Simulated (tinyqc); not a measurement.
# One-sided p+-n junction, ionisation integral and breakdown, step by step

Computed by the program tinyqc: `OMP_NUM_THREADS=1 python tinyqc.py 2120017 2120018 out.jsonl`, one thread of a shared Intel Xeon 2.30GHz, about 0.06 s for the whole run. Printed values are rounded.

A p+ layer at x < 0 and an n drift layer from x = 0. Depletion approximation, built-in voltage neglected. Local ionisation coefficients alpha_n = an exp(-(bn/E)^mx), alpha_p = ap exp(-(bp/E)^mx). Electrons move towards +x, holes towards x = 0.

Parameters, values chosen for the exercise; material values close to those of silicon:
- eps_r = 11.8 (relative permittivity)
- an = 6.57e5 1/cm (prefactor of the electron ionisation coefficient)
- bn = 1.29e6 V/cm (field constant for electrons)
- ap = 1.57e6 1/cm (prefactor of the hole ionisation coefficient)
- bp = 2e6 V/cm (field constant for holes)
- mx = 1 (exponent)
- N = 1.4e14 cm^-3 (donor density of the drift layer)
- V = 807 V (reverse voltage)
- fr = 0.5 (share of the depleted width that the grid covers)

Constants: q = 1.602176634e-19 C, eps0 = 8.8541878128e-14 F/cm where lengths are in cm. Results are converted to the units shown.

## Field and ionisation coefficients on a grid

W = sqrt(2 eps0 eps_r V/(q N)), peak field E0 = q N W/(eps0 eps_r), falling linearly to 0 at W. Grid: 14 equal steps from 0 to fr W.

W = 86.7058 um

```
point,x (um),E (kV/cm),alpha_n (1/cm),alpha_p (1/cm)
0,0.0000,186.147,642.538,33.8649
1,3.0966,179.499,497.084,22.7473
2,6.1933,172.851,377.039,14.8189
3,9.2899,166.203,279.730,9.32850
4,12.3865,159.554,202.436,5.65012
5,15.4832,152.906,142.437,3.27619
6,18.5798,146.258,97.0690,1.80785
7,21.6764,139.610,63.7788,0.942684
8,24.7731,132.962,40.1820,0.460564
9,27.8697,126.314,24.1139,0.208674
10,30.9663,119.666,13.6729,0.0865853
11,34.0630,113.018,7.25216,0.0323949
12,37.1596,106.370,3.55344,0.0107186
13,40.2562,99.7215,1.58315,0.00306022
14,43.3529,93.0734,0.628394,7.30465e-4
```

## Ionisation integrals by the trapezoid rule

G(x) = integral from 0 to x of (alpha_n - alpha_p); I_n = integral of alpha_n exp(-G) (electrons injected at x = 0), I_p = integral of alpha_p exp(G(end) - G) (holes injected at the far edge); M = 1/(1 - I). All integrals by the trapezoid rule on the grid.

```
point,G,alpha_n exp(-G) (1/cm)
0,0.000000,642.538
1,0.167684,420.344
2,0.297210,280.098
3,0.395159,188.418
4,0.467495,126.840
5,0.519510,84.723
6,0.555806,55.680
7,0.580284,35.699
8,0.596163,22.137
9,0.606015,13.155
10,0.611820,7.416
11,0.615041,3.921
12,0.616708,1.918
13,0.617501,0.854
14,0.617843,0.339
```

I_n = 0.483893
I_p = 0.0350117
M_n = 1.93758
M_p = 1.03628

A grid of 1500 steps over the whole width gives I_n = 0.4774 and I_p = 0.03400; the coarse I_n is 1.4 % above and the coarse I_p 3.0 % above those values. Electrons multiply more: on this coarse grid M - 1 is 25.8 times as large for them.

## Breakdown voltage by secant steps

G(x) = integral from 0 to x of (alpha_n - alpha_p); I_n = integral of alpha_n exp(-G) (electrons injected at x = 0), I_p = integral of alpha_p exp(G(end) - G) (holes injected at the far edge); M = 1/(1 - I). Secant steps on ln I_n(V) = 0 with the integrals on a fine grid (1500 steps), from the points V = 821 and 1050 V; stop when the step is below 1e-7 of V.

Course of the iteration:
```
step,V (V),I_n,change of V (V)
1,1050,0.892736,45.4
2,1095.43,0.947123,41.7
3,1137.17,0.989117,10.5
4,1147.70,0.998562,1.59
5,1149.29,0.999954,0.0532
6,1149.34,1.00000,2.37e-4
7,1149.34,1.00000,3.43e-8
```

Breakdown at 1149.3 V, with a peak field of 222.1 kV/cm and W = 103.5 um. The integral for holes reaches 1 at the same voltage.
